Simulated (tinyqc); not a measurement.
Undoped symmetric double-gate MOSFET, analytic potential model: two steps of the calculation.

An undoped body of thickness ts between two equal insulators and tied gates; long channel, electrons only, n = ni exp((psi - V)/Vt) with V the quasi-Fermi potential (0 at the source, Vd at the drain), constant mobility, no quantisation. Across the body psi(x) = V - 2 Vt ln[(ts/(2 beta)) sqrt(q ni/(2 eps0 eps_r Vt)) cos(2 beta x/ts)], x from the centre. Q is the electron charge per area of the whole body.

Values chosen for this exercise; material values close to those of silicon: temperature T = 300 K; relative permittivity of the semiconductor eps_r = 11.5; body thickness ts = 10 nm; channel mobility mu = 110 cm^2/(V s); gate length L = 2 um; drain voltage Vd = 0.5 V.

Constants: q = 1.602176634e-19 C, kB = 1.380649e-23 J/K, Vt = kB T/q, eps0 = 8.8541878128e-14 F/cm where lengths are in cm. Results are converted to the units shown.

Question 1. Charges and drain current. beta (between 0 and pi/2) solves (Vg - V0 - V)/(2 Vt) = ln(beta) - ln(cos beta) + 2 r beta tan(beta). Q = 8 eps0 eps_r Vt beta tan(beta)/ts; I = mu (1/L)(4 eps0 eps_r/ts)(2 Vt)^2 [g(beta_s) - g(beta_d)] per width, g = beta tan(beta) - beta^2/2 + r beta^2 tan^2(beta), with beta_s at V = 0 and beta_d at V = Vd.

beta_s = 0.22351797
beta_d = 1.5677165e-5
r = 0.78921569

Find: Qs; Qd; g(beta_s); g(beta_d); I.

Answer 1.

Qs = 10.700 nC/cm^2
Qd = 5.1757e-8 nC/cm^2
g(beta_s) = 0.027867
g(beta_d) = 1.2289e-10
I = 0.016688 uA/um

The term r beta^2 tan^2(beta), which gives the square law, makes up 7.31 % of g at the source.

Question 2. Potential and electron density across the body at the source. psi(x) as above with V = 0 and beta = beta_s; n = ni exp(psi/Vt).

x/ts, point 0 to 6: 0  0.1  0.2  0.3  0.4  0.45  0.5
beta_s = 0.22351797
ni = 1.0499989e10 cm^-3

Find: psi; n.

Answer 2.

```
point  psi (V)  n (cm^-3)
0      0.40455  6.5667e16
1      0.40460  6.5798e16
2      0.40476  6.6194e16
3      0.40502  6.6862e16
4      0.40538  6.7812e16
5      0.40560  6.8397e16
6      0.40585  6.9060e16
```

The density at the surface is 1.05 times that at the centre (1/cos^2 beta).

Program tinyqc, `OMP_NUM_THREADS=1 python tinyqc.py 2440082 2440083 out.jsonl`; Intel Xeon 2.30GHz, shared host, one thread, about 0.01 s.
